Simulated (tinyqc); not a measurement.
From splitting back to coupling g: Holstein polaron on two sites. Computed by tinyqc, a small Python program. Command: `OMP_NUM_THREADS=1 python tinyqc.py 3007481 3007482 out.jsonl holstein inv`. One thread of a shared host (Intel(R) Xeon(R) Processor @ 2.30GHz), about 0.04 s of CPU time with the checks.

One electron on sites 1 and 2: H = -t (c1+ c2 + c2+ c1) + hbar omega sum_i b_i+ b_i - g hbar omega sum_i n_i (b_i + b_i+). The symmetric phonon shifts the energy by -g^2 hbar omega/2 and drops out; with b = (b_1 - b_2)/sqrt(2) there remains H = -t sigma_x + hbar omega b+ b - (g hbar omega/sqrt(2)) sigma_z (b + b+). Parity splits it into blocks p = +1 and -1 over phonon numbers n. Zero-point energies are left out. Weights Z refer to mode b alone; the displaced symmetric mode multiplies the full zero-phonon weight by exp(-g^2/2).

Inputs (values chosen for the exercise, for a model dimer): hopping t = 6.3 meV; phonon energy hbar omega = 54.2 meV.

Method. Block p: H_nn = n hbar omega - p t (-1)^n - g^2 hbar omega/2, H_(n,n+1) = -(g hbar omega/sqrt(2)) sqrt(n + 1). Use 60 levels in both blocks; Z = c_0^2 is the weight of n = 0 in the ground state c; the splitting is the lowest odd level less the lowest even one, which without coupling is the smaller of 2t and hbar omega; <sigma_x> = sum (-1)^n c_n^2 measures the kinetic energy.

Task: A run gave the result below. Find the coupling g, known to lie between 0.15 and 0.39.

splitting = 12.0592 meV

Result:

Each step takes the trial c = (a f_b - b f_a)/(f_b - f_a), f being the result less the target and a, b, c the logarithms of the listed values; c replaces end b, the old b replaces a if the sign of f changed, and otherwise f_a is halved.

Scan of the range:

| coupling g | splitting (meV) |
|---|---|
| 0.150 | 12.3046 |
| 0.176 | 12.1955 |
| 0.206 | 12.0499 |
| 0.242 | 11.8484 |
| 0.284 | 11.5789 |
| 0.333 | 11.2217 |
| 0.390 | 10.7551 |

False position (Illinois rule, in the logarithm of the input) inside the bracket:

| step | end a | end b | trial | splitting (meV) |
|---|---|---|---|---|
| 1 | 0.176000 | 0.206000 | 0.203936 | 12.0606 |
| 2 | 0.206000 | 0.203936 | 0.204198 | 12.0592 |
| 3 | 0.206000 | 0.204198 | 0.204202 | 12.0592 |
| 4 | 0.204198 | 0.204202 | 0.204200 | 12.0592 |

Splitting falls at every point of a 13-point scan of the range (every second point is shown), so one value fits; it is bracketed by 0.176 and 0.206. Answer: coupling g = 0.2042.
